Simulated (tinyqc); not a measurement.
Growth of a silicide layer between metal and silicon: linear-parabolic kinetics, ramp anneals and Kissinger analysis. From one set of inputs to another, one input at a time. Computed by tinyqc, a small Python program. Command: `OMP_NUM_THREADS=1 python tinyqc.py 3019304 3019305 out.jsonl silicide ladder`. One thread of a shared host (Intel(R) Xeon(R) Processor @ 2.30GHz), about 0.1 s of CPU time with the checks.

One compound layer of thickness x grows by diffusion through itself and reaction at an interface, dx/dt = 1/(2x/K + 1/v), until the metal is used up at x = a h.

The inputs printed are set A. Set A is modelled on CoSi2; the values taken over come from a set modelled on NiSi. Inputs not listed in the table keep their values of set A, so the rows need not describe a real material.

Inputs (values chosen for the exercise, modelled on CoSi2):

| quantity | value | unit |
|---|---|---|
| metal thickness h | 32 | nm |
| silicide formed per metal thickness a | 3.52 | - |
| prefactor of the parabolic constant K | 1.8e+14 | nm^2/s |
| activation energy E of K | 2.23 | eV |
| prefactor of the interface velocity v | 6.8e+13 | nm/s |
| activation energy E_v | 2.45 | eV |
| temperature T | 610 | C |
| time t | 86 | s |
| ramp rate beta | 1 | C/s |

Constants: k_B = 8.617333262e-05 eV/K.

Method:
- The silicide ends at the thickness a h.
- K = K0 exp(-E/(k_B T)), v = v0 exp(-E_v/(k_B T)).
- Temperatures in kelvin are T(C) + 273.15.
- x^2/K + x/v = t, so x = (K/(2v)) [sqrt(1 + 4 v^2 t/K) - 1], capped at a h; completion time t_c = (a h)^2/K + a h/v, a h being the final thickness; crossover thickness K/v.
- Ramp from x = 0 at 100 C at the rate beta: dx/dT = (1/beta)/(2x/K + 1/v), integrated adaptively (tolerance 1e-9) until x = a h at T_f.

Each row keeps all changes above it:

| input moved | from | to | completion time (s) | completion temperature T_f (C) | crossover thickness (nm) |
|---|---|---|---|---|---|
| set A | - | - | 5.3343e+02 | 700.11 | 4.7667e+01 |
| ramp rate beta (C/s) | 1 | 0.3 | 5.3343e+02 | 661.59 | 4.7667e+01 |
| time t (s) | 86 | 78 | 5.3343e+02 | 661.59 | 4.7667e+01 |
| metal thickness h (nm) | 32 | 22 | 2.8620e+02 | 642.81 | 4.7667e+01 |
| temperature T (C) | 610 | 415 | 1.7139e+06 | 642.81 | 1.0814e+02 |
| prefactor of the interface velocity v (nm/s) and activation energy E_v (eV) | 6.8e+13, 2.45 | 2.7e+14, 1.76 | 7.1520e+05 | 628.20 | 2.4087e-04 |

Where does the difference come from?

Completion time goes from 533 to 715000, a factor 1340 in all. The largest single move comes from temperature T (a factor 5990), and prefactor of the interface velocity v with activation energy E_v works against it (a factor 0.417). Completion temperature T_f goes from 700 to 628, a factor 0.897 in all. The largest single move comes from ramp rate beta (a factor 0.945). Crossover thickness goes from 47.7 to 2.41e-4, a factor 5.05e-6 in all. The largest single move comes from prefactor of the interface velocity v with activation energy E_v (a factor 2.23e-6). The single moves hold for this order of the switches; the total does not depend on the order.

Caution (all rows): a disilicide really forms through metal-rich phases and by nucleation, not as one layer from the metal.

Extremes, crossings and ranges named in words are read from the listed rows.
